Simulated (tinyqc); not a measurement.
Worked calculation: thin-film optics by transfer matrices. Values are carried at full precision from step to step, so a last printed digit may differ when a step is redone from the rounded ones.

Indices N = n + i k. Snell: N0 sin(theta) = N_j sin(theta_j), with Im(N_j cos theta_j) >= 0. Admittance y_j = N_j cos theta_j for s and N_j/cos theta_j for p. Phase delta_j = 2 pi N_j cos theta_j d_j/lambda. Layer matrix [[cos delta, -i sin delta/y], [-i y sin delta, cos delta]], multiplied from the top down to M. (B, C) = M (1, y_sub); r = (y0 B - C)/(y0 B + C), R = |r|^2, T = 4 Re y0 Re y_sub/|y0 B + C|^2, absorbed in the films 1 - R - T.

Inputs chosen for the exercise (indices near those of Si3N4 on Si; not measured data):
- lam = 193 nm (vacuum wavelength)
- n0 = 1 (ambient index)
- n = (2.67, 0.869) (n of Si3N4, substrate)
- k = (0.247, 2.676) (k in the same order)
- d = (12.3) nm (thicknesses, top first)
- theta = 65 degrees (angle of incidence)
- pol = s (polarisation)

## Angles, admittances and phases

Form cos theta_j, y_j and delta_j.

cos theta_j: ambient 0.4226, film 1 0.9422+0.0111i, substrate 1.0415+0.0293i

y_j: ambient 0.4226, film 1 2.5130+0.2624i, substrate 0.8268+2.8126i

delta_j (rad): film 1 1.0063+0.1051i

## Layer matrices and their product

Form each matrix and multiply from the top down.

M:
```
                1                2
1  0.5379-0.0889i  -0.0127-0.3367i
2  0.3645-2.1201i   0.5379-0.0889i
```

Each matrix has determinant 1, and so has M.

## Reflection and transmission

Close the stack on the substrate.

B, C: 1.4745-0.4032i  1.0594-0.6806i

r = -0.3286+0.1370i
R = 0.1268
T into the substrate = 0.3931
absorbed in the films = 0.4801

The bare substrate would reflect 0.8524.

## Ellipsometric angles

Ellipsometry: rho = tan(Psi) exp(i Delta) = -conj(r_p/r_s) with the r of the admittance formula, Delta in 0 to 360 degrees, so that a bare dielectric at small angles gives Delta = 180.

Repeat the steps for both polarisations.

r_s = -0.3286+0.1370i
r_p = 0.3707+0.2342i
Psi = 50.93 degrees
Delta = 305.08 degrees

## Checks

- R against the recursion of Airy sums from the substrate up: both 0.12676.

Program tinyqc; command `OMP_NUM_THREADS=1 python tinyqc.py 1651255 1651256 out.jsonl`; about 0.01 s on one thread of a shared Intel(R) Xeon(R) Processor @ 2.30GHz.
